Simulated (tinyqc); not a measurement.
What grading buys: minority-electron transport through the base of a bipolar transistor (Moll-Ross and Kroemer integrals). Computed by tinyqc, a small Python program. Command: `OMP_NUM_THREADS=1 python tinyqc.py 3018411 3018412 out.jsonl base walk`. One thread of a shared host (Intel(R) Xeon(R) Processor @ 2.30GHz), about 0.01 s of CPU time with the checks.

Low injection, one dimension, x from the emitter edge (0) to the collector edge (W), s = x/W. Recombination is treated as a small correction (valid for tau_B well below tau_n), computed from the stored charge.

Inputs (values chosen for the exercise, modelled on silicon):
```
quantity                               value        unit
base doping at the emitter edge N_0  6.6e+18      1/cm^3
base width W                              30          nm
mu_min                                   200  cm^2/(V s)
mu_max                                  1300  cm^2/(V s)
N_ref                                1.6e+17      1/cm^3
saturation velocity v_s                 0.97    1e7 cm/s
temperature T                            300           K
```

Base doping profile: uniform. Gap grading: linear. Exit of the base: infinite sink.

Constants: k_B = 8.617333262e-05 eV/K.

Method. N(x) = N_0; n_i(x)^2 = n_i^2 exp(s dE_g/k_B T); D(x) = (k_B T/e) mu, mu = mu_min + (mu_max - mu_min)/(1 + (N/N_ref)^0.7). With y(x) = N n_i^2/(D n_i(x)^2): base Gummel number G_B = int_0^W y dx; J_C = e n_i^2 exp(e V_BE/k_B T)/G_B; n(x) = (J_C/e)(n_i(x)^2/(N n_i^2)) [int_x^W y dx]; transit time tau_B = (e/J_C) int n dx; trapezoid rule on 401 even points.

The same base with other gradings:
```
dE_g (meV)  dE_g/k_B T  G_B (s/cm^4)  J_C gain  tau_B (ps)  speed gain
0                0.000    2.7771e+12     1.000     0.63117      1.0000
25               0.967    1.7799e+12     1.560     0.46873      1.3465
50               1.934    1.2283e+12     2.261     0.36400      1.7340
75               2.901    9.0465e+11     3.070     0.29338      2.1514
100              3.868    7.0295e+11     3.951     0.24374      2.5895
150              5.802    4.7719e+11     5.820     0.18018      3.5030
200              7.736    3.5883e+11     7.739     0.14209      4.4420
300             11.605    2.3933e+11    11.604     0.09941      6.3490
```

At 100 meV J_C rises by a factor 3.95 and the transit is 2.59 times faster; at 300 meV the factors are 11.60 and 6.35. For a uniform base without exit term both tend to be linear in dE_g/k_B T, J_C as x/(1 - exp(-x)) and the speed as x/2. From 75 meV on the mean velocity W/tau_B exceeds v_s, so those speed gains are overstated.
